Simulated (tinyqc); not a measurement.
Admittance spectroscopy and thermally stimulated current of one trap level in a depletion layer: one step, computed by the program tinyqc. Command: `OMP_NUM_THREADS=1 python tinyqc.py 3113432 3113433 out.jsonl admit walk`. One thread of a shared host (Intel(R) Xeon(R) Processor @ 2.30GHz), about 0.01 s of CPU time with the checks.

A Schottky junction on n-type material holds one donor-like electron trap; shallow donors are fully ionised and abrupt depletion edges are assumed.

Question. Temperature of the peak. N_c = 2 (2 pi m k_B T/h^2)^(3/2), v_th = sqrt(3 k_B T/m), emission rate e_n = sigma v_th N_c exp(-E_t/(k_B T)). Where the level crosses the Fermi level capture equals emission, so the trap follows the signal with the rate 2 e_n; G/omega peaks at omega = 2 e_n (the correction for large N_t/N is left out). Solve 2 e_n(T_p) = 2 pi f.

Inputs (values chosen for the exercise, modelled on n-type silicon): density-of-states mass m = 1.05 m_0; shallow doping N = 4.3e+16 1/cm^3; trap depth E_t below the band = 0.348 eV; capture cross section sigma = 1.3e-14 cm^2; test frequency f = 600000 Hz.

Constants: k_B = 1.380649e-23 J/K; m_0 = 9.1093837015e-31 kg; h = 6.62607015e-34 J s; k_B = 8.617333262e-05 eV/K.

Give: peak temperature T_p; N_c at T_p; e_n at T_p; E_c - E_F = k_B T_p ln(N_c/N).

Answer.

peak temperature T_p = 279.88 K

N_c at T_p = 2.4329e+19 1/cm^3

e_n at T_p = 1.8850e+06 1/s

E_c - E_F = k_B T_p ln(N_c/N) = 0.15286 eV
